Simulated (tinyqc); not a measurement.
Hydrogen passivation of interface dangling bonds: competing passivation and dissociation with distributed barriers: one step, computed by the program tinyqc. Command: `OMP_NUM_THREADS=1 python tinyqc.py 3030433 3030434 out.jsonl passiv walk`. One thread of a shared host (Intel(R) Xeon(R) Processor @ 2.30GHz), about 0.02 s of CPU time with the checks.

P_b + H2 gives P_bH + H at the rate k_f [H2]; P_bH gives P_b + H at the rate k_d. All defects start unpassivated. E_f and E_d are Gaussian and independent.

Problem. Distributed barriers. [H2] = solubility factor x p; a = k_f0 [H2] exp(-E_f/(k_B T)), d = k_d0 exp(-E_d/(k_B T)). For one pair of barriers the active share is y = [d + a exp(-(a + d) t)]/(a + d). Temperatures in kelvin are T(C) + 273.15. Average y over both Gaussians with 40 x 40 Gauss-Hermite points. Active density N0 y; threshold shift if each active defect holds one charge, e N0 y t_ox/(3.9 eps_0).

Inputs (values chosen for the exercise, close to those used for P_b centres at the silicon-oxide interface):
```
quantity                                      value          unit
defect density N0                           4.2e+12        1/cm^2
passivation prefactor k_f0                    1e-07        cm^3/s
mean passivation barrier E_f                    1.5            eV
spread sigma_f                                0.031            eV
dissociation prefactor k_d0                 1.2e+13           1/s
mean dissociation barrier E_d                  2.76            eV
spread sigma_d                                 0.04            eV
H2 in the oxide per atm, solubility factor  7.3e+17  1/(cm^3 atm)
hydrogen pressure p                               1           atm
anneal temperature T                            450             C
anneal time t                                   820             s
oxide thickness                                  16            nm
```

Constants: k_B = 8.617333262e-05 eV/K; e = 1.602176634e-19 C; eps_0 = 8.8541878128e-12 F/m.

Give: active share y; active density; threshold shift.

Solution.

active share y = 3.7833e-07

active density = 1.5890e+06 1/cm^2

threshold shift = 0.0011796 mV

Caution: densities below a few 1e9 per cm^2 are formal: other defects set the floor in real interfaces.
